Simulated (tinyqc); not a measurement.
From results back to parameters: thin-film optics by transfer matrices. Two cases, with inputs chosen for the exercise.

Problem. One transparent film on the substrate, in air; its thickness is hidden and lies within the first period.

Indices N = n + i k. Snell: N0 sin(theta) = N_j sin(theta_j), with Im(N_j cos theta_j) >= 0. Admittance y_j = N_j cos theta_j for s and N_j/cos theta_j for p. Phase delta_j = 2 pi N_j cos theta_j d_j/lambda. Layer matrix [[cos delta, -i sin delta/y], [-i y sin delta, cos delta]], multiplied from the top down to M. (B, C) = M (1, y_sub); r = (y0 B - C)/(y0 B + C), R = |r|^2, T = 4 Re y0 Re y_sub/|y0 B + C|^2, absorbed in the films 1 - R - T.

Ellipsometry: rho = tan(Psi) exp(i Delta) = -conj(r_p/r_s) with the r of the admittance formula, Delta in 0 to 360 degrees, so that a bare dielectric at small angles gives Delta = 180.

Find: period; d.

Method. Psi and Delta repeat with the period lambda/(2 sqrt(n^2 - sin^2 theta)); within one period they trace a closed curve once, and a scan of d finds the one point that matches both. Adding whole periods gives the same angles.

Case 1.

Values chosen (indices near those of SiO2 on Si; the results hold for these values, not for the real material): lam = 633 nm (vacuum wavelength); n0 = 1 (ambient index); n = (1.449, 3.957) (n of SiO2, substrate); k = (0, 0.02) (k in the same order); theta_e = 60 degrees (angle of the ellipsometer).

Psi = 24.267 degrees
Delta = 161.094 degrees

Solution.

period = 272.4 nm
d = 18.5 nm

Case 2.

Values chosen (indices near those of Si3N4 on Cu; the results hold for these values, not for the real material): lam = 633 nm (vacuum wavelength); n0 = 1 (ambient index); n = (1.992, 0.267) (n of Si3N4, substrate); k = (0, 3.31) (k in the same order); theta_e = 75 degrees (angle of the ellipsometer).

Psi = 44.428 degrees
Delta = 281.752 degrees

Solution.

period = 181.7 nm
d = 90.3 nm

Computed by tinyqc, one run a case: `OMP_NUM_THREADS=1 python tinyqc.py N N+1 out.jsonl` with N = 1681834, 1682432; one thread of a shared Intel(R) Xeon(R) Processor @ 2.30GHz, about 0.02 s a run at most.
